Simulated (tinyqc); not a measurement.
Shallow donor in an anisotropic valley (effective-mass theory): one step. Scan over the shape. Three cases, with inputs chosen for the exercise.

Question. For each ratio b/a = 0.2, 0.3, ..., 0.9 the best scale follows from a = -2 T1/V1, with T1 and V1 taken at a = 1 angstrom.

One valley: H = -c [(d2/dx2 + d2/dy2)/mt + (d2/dz2)/ml] - q/(eps r), c = hbar^2/2m0, q = e^2/(4 pi eps0). Trial function exp(-sqrt((x^2 + y^2)/a^2 + z^2/b^2)) with a > b: T = (c/3)(2/(mt a^2) + 1/(ml b^2)), V = -(q/eps) atan(u/b)/u, u = sqrt(a^2 - b^2). The central cell of the impurity is left out.

Constants: hbar^2/2m0 = 3.80998211 eV angstrom^2; e^2/(4 pi eps0) = 14.39964547 eV angstrom.

Case 1.

Values chosen (out of a larger set: near those of a group-V donor in Si; not measured data): ml = 0.949 m0 (longitudinal mass); mt = 0.188 m0 (transverse mass); eps = 11.4 (dielectric constant).

Case 2.

Values chosen (out of a larger set: near those of a group-V donor in Si; not measured data): ml = 0.917 m0 (longitudinal mass); mt = 0.183 m0 (transverse mass); eps = 11.5 (dielectric constant).

Case 3.

Values chosen (out of a larger set: near those of AlAs; not measured data): ml = 1.057 m0 (longitudinal mass); mt = 0.186 m0 (transverse mass); eps = 10.4 (dielectric constant).

Give: Scan.

Answer.

Case 1.

Scan:
```
b/a  a (angstrom)  b (angstrom)  E (meV)
0.2         53.21         10.64  -16.590
0.3         33.86         10.16  -24.758
0.4         27.38         10.95  -29.174
0.5         24.70         12.35  -30.918
0.6         23.53         14.12  -31.107
0.7         23.09         16.16  -30.465
0.8         23.03         18.43  -29.408
0.9         23.20         20.88  -28.165
```

The best listed ratio is 0.6; (mt/ml)^(1/2) = 0.45 and (mt/ml)^(1/3) = 0.58 are common guesses.

Case 2.

Scan:
```
b/a  a (angstrom)  b (angstrom)  E (meV)
0.2         55.43         11.09  -15.787
0.3         35.22         10.57  -23.591
0.4         28.46         11.38  -27.828
0.5         25.65         12.83  -29.512
0.6         24.43         14.66  -29.708
0.7         23.96         16.77  -29.105
0.8         23.89         19.11  -28.102
0.9         24.06         21.66  -26.919
```

The best listed ratio is 0.6; (mt/ml)^(1/2) = 0.45 and (mt/ml)^(1/3) = 0.58 are common guesses.

Case 3.

Scan:
```
b/a  a (angstrom)  b (angstrom)  E (meV)
0.2         45.16          9.03  -21.428
0.3         29.39          8.82  -31.262
0.4         24.17          9.67  -36.228
0.5         22.05         11.03  -37.957
0.6         21.18         12.71  -37.893
0.7         20.89         14.62  -36.909
0.8         20.92         16.74  -35.490
0.9         21.13         19.02  -33.894
```

The best listed ratio is 0.5; (mt/ml)^(1/2) = 0.42 and (mt/ml)^(1/3) = 0.56 are common guesses.

Computed by tinyqc, one run a case: `OMP_NUM_THREADS=1 python tinyqc.py N N+1 out.jsonl` with N = 1250014, 1250053, 1250236; one thread of a shared Intel(R) Xeon(R) Processor @ 2.30GHz, about 0.01 s a run at most.
